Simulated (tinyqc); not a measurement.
Thin-body transistor below threshold, two-dimensional Poisson equation on a small mesh: two steps of the calculation.

A thin body on a thick buried insulator of low permittivity, taken as carrying no normal field at the bottom of the body (row 0). Mobile charge is neglected (subthreshold), the body is fully depleted, and potentials are counted from the intrinsic level; rows run upward to the gate, columns from source to drain.

Values chosen for this exercise; semiconductor permittivity close to that of silicon:
- T = 350 K (temperature)
- eps_r = 11.6 (relative permittivity of the semiconductor)
- eox = 7.5 (relative permittivity of the insulator)
- tb = 6 nm (body thickness)
- tox = 3.2 nm (insulator thickness)
- L = 50 nm (channel length)
- Na = 0 cm^-3 (acceptor density of the depleted body)
- Vbi = 0.47 V (potential of the source)

Constants: q = 1.602176634e-19 C, kB = 1.380649e-23 J/K, Vt = kB T/q, eps0 = 8.8541878128e-14 F/cm where lengths are in cm. Results are converted to the units shown.

Question 1. Coefficients of the five-point equations. Mesh: rows i = 0..2 in the semiconductor (step hs = tb/2, row 2 on the interface), then 2 step(s) ho = tox/2 up to the gate row 4; columns j = 0..6 (step hy = L/6). Box integration, divided by eps0: up_i = eps hy/h of the interval above row i, dn_i = that of the interval below (0 for row 0), lat_i = (sum of eps h/2 over the intervals above and below)/hy, s_i = -q Na w_i hy/eps0 with w_i the semiconductor height of the box (hs/2 for row 0 and the interface row, hs between, 0 in the insulator). Each free node obeys (up + dn + 2 lat) psi = up psi(above) + dn psi(below) + lat [psi(left) + psi(right)] + s.

Give: up; dn; lat; s.

Answer 1.

```
row	up	dn	lat	s (V)
0	32.22	0	2.088	0
1	32.22	32.22	4.176	0
2	39.06	32.22	2.808	0
3	39.06	39.06	1.440	0
```

Question 2. Barrier, swing and barrier lowering. The barrier is read along row 0, the path farthest from the gate. Take the node j of lowest psi: barrier Vbi - psi_j; swing Vt ln 10/(d psi_j/dVg); DIBL = (d psi_j/dVd)/(d psi_j/dVg). The derivatives solve the same equations with s = 0 and a unit change of that voltage.

converged psi (V):
```
	j=0	j=1	j=2	j=3	j=4	j=5	j=6
row 0	0.47000000	0.10888507	-0.01689379	-0.03442679	0.03317068	0.28217299	0.97000000
row 1	0.47000000	0.09363529	-0.02390812	-0.03994324	0.02141564	0.25373715	0.97000000
row 2	0.47000000	0.04484227	-0.04407793	-0.05548996	-0.01249615	0.16258251	0.97000000
row 3	0.19000000	-0.01957691	-0.06628744	-0.07222522	-0.04996450	0.04193452	0.44000000
row 4	-0.09000000	-0.09000000	-0.09000000	-0.09000000	-0.09000000	-0.09000000	-0.09000000
```

d psi/dVg on row 0: j=0 0.00000000, j=1 0.64749502, j=2 0.87884143, j=3 0.93139110, j=4 0.87884143, j=5 0.64749502, j=6 0.00000000
d psi/dVd on row 0: j=0 0.0000000, j=1 0.0029646, j=2 0.0105148, j=3 0.0343045, j=4 0.1106438, j=5 0.3495404, j=6 1.0000000

Give: j; barrier; swing; DIBL.

Answer 2.

j = 3
barrier = 0.5044 V
swing = 74.56 mV/decade
DIBL = 36.83 mV/V

Program tinyqc, `OMP_NUM_THREADS=1 python tinyqc.py 2480163 2480164 out.jsonl`; Intel Xeon 2.30GHz, shared host, one thread, about 0.1 s.
